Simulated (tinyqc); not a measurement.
Effective mass of the conduction band from tabulated energies, step by step. Values are carried at full precision from step to step, so a last printed digit may differ when a step is redone from the rounded ones.

c = hbar^2/2m0. A uniform scatter of up to 0.3 meV has been added to mimic numerical noise.
Constants: hbar^2/2m0 = 3.80998211 eV angstrom^2; kB = 8.617333262e-05 eV/K.

Parameters, chosen for this exercise (out of a larger set: band of an eight-band Kane model near GaSb; not measured data): T = 300 K (temperature).

## Finite differences

Energies along [111], from the band edge:
```
k (1/angstrom),E (meV)
0.00000,0.0000
0.00700,4.8630
0.01400,18.5588
0.02100,40.9052
0.02800,69.9302
0.03500,103.9758
0.04200,142.9929
0.04900,184.8873
0.05600,228.8377
```

reference mass (curvature of the model at k = 0.0001 1/angstrom) = 0.03900 m0

The band is even in k. m = c k^2/E(k) from the points 1, 2, 4 (k = 0 is point 0); Richardson from points 1 and 2: c/m = [16 E(k1) - E(k2)]/(12 k1^2).

m from points 1, 2, 4 (m0): 0.03839  0.04024  0.04271

m by Richardson = 0.03781 m0

Errors against the reference: -1.56, +3.17 and +9.52 % and -3.05 %. The extrapolation does not help: a scatter of 0.3 meV is 6 % of the first energy, and the formula weights that point by 4/3.

## Least squares over all points

Fit E = a k^2 (a = sum k^2 E/sum k^4), then E = a k^2 + b k^4 from the normal equations; E in eV; m = c/a.

sums of k^4, k^6, k^8: 2.1062e-05  5.2585e-08  1.4230e-10

sums of k^2 E, k^4 E: 0.0016179  3.9690e-06

a, one term = 76.818 eV angstrom^2

a and b, two terms: 92.79  -6398

m, one and two terms (m0): 0.04960  0.04106

The parabola over all points errs by +27.2 % because the weights k^4 favour the outer points; the second term brings the error to +5.3 %.

## The non-parabolic form

E (1 + alpha E) = c k^2/m means that y = c k^2/E is a straight line in E with intercept m and slope m alpha. Fit the line by unweighted least squares over points 1 to 8, E in eV.

y (m0): 0.03839  0.04024  0.04108  0.04271  0.04489  0.04700  0.04948  0.05221

m = 0.03861 m0
alpha = 1.534 1/eV

The intercept errs by -0.99 %. The scatter of the first points, divided by small energies, tilts an unweighted line. The model has Eg = 0.805 eV, and for two bands alpha is near 1/Eg = 1.24 1/eV.

## Which mass for which use

From the fitted m and alpha: momentum mass at energy E, m (1 + 2 alpha E); curvature mass m (1 + 2 alpha E)^3; thermal factors to first order in alpha kT: density of states Nc (1 + 15 alpha kT/4), conductivity mass m (1 + 5 alpha kT). Take E = 3 kT/2.

alpha kT = 0.0397
momentum mass = 0.04321 m0
curvature mass = 0.05410 m0
factor on Nc = 1.1487
thermal conductivity mass = 0.04627 m0

alpha kT is small, so first order serves.

## Checks

- Two-term fit by normal equations against a least-squares routine: both 92.7925.

Program tinyqc; command `OMP_NUM_THREADS=1 python tinyqc.py 1851291 1851292 out.jsonl`; about 0.01 s on one thread of a shared Intel(R) Xeon(R) Processor @ 2.30GHz.
